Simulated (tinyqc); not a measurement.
Delay unit and parasitic delay from two ring oscillators.

Problem. A ring of 51 inverters oscillates at 1/(2 x 51 d), with stage delay d = tau (h + p) for fan-out h. Find tau, p and the delay at fan-out 4.

frequencies of 51-stage ring oscillators with fan-out 1 and 6 (GHz): 1.8460000  0.66418183

Answer. d is a straight line in h with slope tau and intercept tau p.

tau = 1.890 ps
p = 1.810
delay at fan-out 4 = 10.98 ps

Computed by the program tinyqc: `OMP_NUM_THREADS=1 python tinyqc.py 2082168 2082169 out.jsonl`, one thread of a shared Intel Xeon 2.30GHz, about 0.01 s for the whole run.
